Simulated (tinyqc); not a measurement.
Inside a calculation. Method: lattice vibrations of a chain. One step of it, computed by the program tinyqc.

Problem. Dynamical matrix at q = 0.47. q is in units of 2 pi/a. A spring k from atom i to atom j, n cells on, adds k to Phi_ii and Phi_jj, -k exp(2 pi i q n) to Phi_ij and the conjugate to Phi_ji (for one atom a cell: 2k (1 - cos 2 pi q n)); D_ij = Phi_ij / sqrt(m_i m_j).

A chain moving along its axis:

| atom | mass (u) | spring to the next atom (eV/angstrom^2) |
|---|---|---|
| 1 | 22.800000 | 3.700000 |
| 2 | 40.000000 | 4.000000 |
| 3 | 110.600000 | 7.500000 |
| 4 | 73.500000 | 25.100000 |
| second neighbours | - | 0.500000 |

Give: D(q).

Solution.

D(q) (eV/(angstrom^2 u)), lower triangle (Hermitian):
```
                 1                2        3       4
1           1.3070
2          -0.1225           0.2175
3  -0.0002-0.0019i          -0.0601   0.1130
4   0.6023-0.1149i  -0.0002-0.0017i  -0.0832  0.4571
```
